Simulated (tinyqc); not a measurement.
Shallow donor in an anisotropic valley (effective-mass theory), step by step. Values are carried at full precision from step to step, so a last printed digit may differ when a step is redone from the rounded ones.

Constants: Ry = 13.60569312 eV; a0 (Bohr radius) = 0.5291772105 angstrom; hbar^2/2m0 = 3.80998211 eV angstrom^2; e^2/(4 pi eps0) = 14.39964547 eV angstrom.

Values chosen for the exercise (near those of GaP; shifted at random, so the results belong to these values and not to a real crystal):
```
symbol  value  unit      meaning
ml      1.951  m0        longitudinal mass
mt      0.249  m0        transverse mass
eps     11.2             dielectric constant
a       14.9   angstrom  trial radius across the axis
b       9.6    angstrom  trial radius along the axis
```

## Hydrogen-like estimates

Ry* = Ry m/eps^2 and a* = a0 eps/m for four choices of one mass: mt, the conductivity mass 3/(1/ml + 2/mt), the density-of-states mass (ml mt^2)^(1/3), and ml.

Estimates:
```
mass               m (m0)  Ry* (meV)  a* (angstrom)
mt                 0.2490      27.01          23.80
conductivity       0.3511      38.08          16.88
density of states  0.4946      53.64          11.98
ml                 1.9510     211.61           3.04
```

## Energy of one trial function

One valley: H = -c [(d2/dx2 + d2/dy2)/mt + (d2/dz2)/ml] - q/(eps r), c = hbar^2/2m0, q = e^2/(4 pi eps0). Trial function exp(-sqrt((x^2 + y^2)/a^2 + z^2/b^2)) with a > b: T = (c/3)(2/(mt a^2) + 1/(ml b^2)), V = -(q/eps) atan(u/b)/u, u = sqrt(a^2 - b^2). The central cell of the impurity is left out.

Evaluate T, V and E. Scaling both radii by f changes T to T/f^2 and V to V/f, so the best factor is f = -2T/V, with energy -V^2/(4T).

T = 53.010 meV
V = -98.238 meV
E = -45.227 meV
best scale factor = 1.0792
energy after scaling = -45.513 meV

The virial ratio -V/T is 1.853; it is 2 at the best scale. Scaling gains 0.286 meV.

## Scan over the shape

For each ratio b/a = 0.2, 0.3, ..., 0.9 the best scale follows from a = -2 T1/V1, with T1 and V1 taken at a = 1 angstrom.

Scan:
```
b/a  a (angstrom)  b (angstrom)  E (meV)
0.2         29.47          5.89  -30.493
0.3         20.43          6.13  -41.756
0.4         17.55          7.02  -46.335
0.5         16.47          8.24  -47.189
0.6         16.12          9.67  -46.234
0.7         16.10         11.27  -44.464
0.8         16.27         13.02  -42.373
0.9         16.54         14.89  -40.206
```

The best listed ratio is 0.5; (mt/ml)^(1/2) = 0.36 and (mt/ml)^(1/3) = 0.50 are common guesses.

## The minimum

Minimise over a and b. The Mott estimate n_c = (0.25/a_m)^3 uses a_m = (a^2 b)^(1/3); 1/angstrom^3 = 1e24/cm^3.

a = 16.57 angstrom
b = 8.04 angstrom
E = -47.210 meV
a_m = 13.02 angstrom
n_c = 7.08 x 1e18/cm^3

b/a = 0.485. The binding energy is 1.748 times Ry*(mt). The central cell of a real donor shrinks the orbit and raises n_c.

## Checks

- Energy from 21 anisotropic Gaussians against the two-parameter function, meV: -47.33 against -47.21.

tinyqc: `OMP_NUM_THREADS=1 python tinyqc.py 1250113 1250114 out.jsonl`; about 0.01 s, one thread, shared Intel(R) Xeon(R) Processor @ 2.30GHz.
